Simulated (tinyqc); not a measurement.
Tunnelling through a gate dielectric, WKB transmission and Tsu-Esaki current: one step of the calculation.

Electrons leave the emitter at x = 0. Energies E (motion across the layers) are in eV from the emitter Fermi level; the collector Fermi level lies at -V and offers states at every E. No charge in the dielectric and no image force: F1 = V/t1, U = phi1 - F1 x. With C = hbar^2/(2 m0), kappa = sqrt(m (U - E)/C) where U > E and 0 elsewhere; T(E) = exp(-S), S = 2 times the integral of kappa over x.

Problem. WKB exponent in closed form. Each layer adds (2/F) sqrt(m/C) [G(u at its left edge) - G(u at its right edge)] to S, with u = U - E (0 where negative) and G(u) = (2/3) u^1.5. The slope follows from 1/d = -dS/dE.

Parameters, values chosen for the exercise; dielectric values close to those of silicon dioxide: barrier of layer 1 above the emitter Fermi level at zero bias phi1 = 3.02 eV; tunnelling mass of layer 1 m1 = 0.49 m0; thickness of layer 1 t1 = 2.5 nm; voltage across the dielectric V = 1.5 V; energy of the electron followed E = 0 eV.

Constants: q = 1.602176634e-19 C, hbar = 1.054571817e-34 J s, m0 = 9.1093837015e-31 kg, hbar^2/(2 m0) = 0.0380998212 eV nm^2. Results are converted to the units shown.

Wanted: S; T(E); energy d over which T(E) grows by a factor e.

Solution.

S = 26.89
T(E) = 2.097e-12
energy d over which T(E) grows by a factor e = 0.1657 eV

The midpoint rule gives S = 26.894, so its T(E) is 0.37 % below this value. The band edge stays above E through the whole stack: direct tunnelling through a trapezoid.

tinyqc, about 0.04 s, one thread, Intel Xeon 2.30GHz (shared host): `OMP_NUM_THREADS=1 python tinyqc.py 2540131 2540132 out.jsonl`
